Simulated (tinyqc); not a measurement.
Error of each scheme against the width: smearing for a one-band metal on the fcc lattice.

Lattice vectors (units of a): a1 = (0, 1/2, 1/2), a2 = (1/2, 0, 1/2), a3 = (1/2, 1/2, 0). E(k) = -t A_1(k) - t2 A_2(k), A_m the sum of cos(k . R) over the 12 nearest and 6 second lattice vectors. Mesh k = sum (j_i/N) b_i, j_i = 0 .. N-1.

With x = (E_k - mu)/sigma: Fermi-Dirac f = 1/(1 + exp(x)), s = -f ln f - (1 - f) ln(1 - f); Gaussian f = erfc(x)/2, s = exp(-x^2)/(2 sqrt(pi)); Methfessel-Paxton (first order) f = erfc(x)/2 - x exp(-x^2)/(2 sqrt(pi)), s = (1 - 2 x^2) exp(-x^2)/(4 sqrt(pi)); cold (Marzari-Vanderbilt) with y = x + 1/sqrt(2), f = erfc(y)/2 + exp(-y^2)/sqrt(2 pi), s = y exp(-y^2)/sqrt(2 pi). With weights w = points/N^d (d the dimension), mu solves 2 sum w f = ne; E = 2 sum w f E_k, S = 2 sum w s, F = E - sigma S.

Parameters, chosen for this exercise: t = 1.17 eV (nearest hopping); t2 = -0.03 eV (second hopping); ne = 1.31 (electrons per cell).

All on the dense mesh N = 40. The reference is F of first-order Methfessel-Paxton smearing with sigma = 0.05 t on the mesh N = 40; it moves by 0.06 meV on the mesh N = 50; in three dimensions such meshes can agree by chance and the reference may be off by about 1 meV, so smaller errors are not resolved.

Errors (meV per cell):
```
sigma (eV)     FD F  FD (E+F)/2  Gauss F  Gauss (E+F)/2   MP F  cold F
0.117         -5.48       -0.13    -0.91          -0.06  -0.05   -0.04
0.175        -12.17       -0.12    -1.96          -0.11  -0.11   -0.09
0.234        -21.56       -0.08    -3.38          -0.13  -0.13   -0.14
0.351        -48.47        0.02    -7.45          -0.13  -0.13   -0.23
0.702       -191.20       -6.51   -29.44          -0.07  -0.05   -0.83
0.936       -329.70      -24.48   -52.32           0.09   0.13   -1.74
```

Give the missing row, sigma (eV) = 0.468.

Computed row:
```
sigma (eV)    FD F  FD (E+F)/2  Gauss F  Gauss (E+F)/2   MP F  cold F
0.468       -86.11       -0.35   -13.14          -0.12  -0.12   -0.35
```

reference = -2.55268 eV

Doubling sigma from 0.234 to 0.468 eV multiplies the error of F by 4.0 (Fermi-Dirac) and 3.9 (Gaussian); a pure sigma^2 term would give 4. At the smallest width Fermi-Dirac errs 6.0 times as much as Gaussian, against 2 pi^2/3 = 6.6 for the ratio of the sigma^2 terms at equal sigma. At the largest width the sizes of the errors rank Gauss (E+F)/2 0.1, MP F 0.1, cold F 1.7, FD (E+F)/2 24.5, Gauss F 52.3, FD F 329.7 meV; below about 1 meV this order, and the ratios at the smallest width, carry the noise of the mesh.

Run: tinyqc, `OMP_NUM_THREADS=1 python tinyqc.py 1651554 1651555 out.jsonl`; Intel(R) Xeon(R) Processor @ 2.30GHz, one thread, shared host; about 0.2 s of CPU time with all checks.
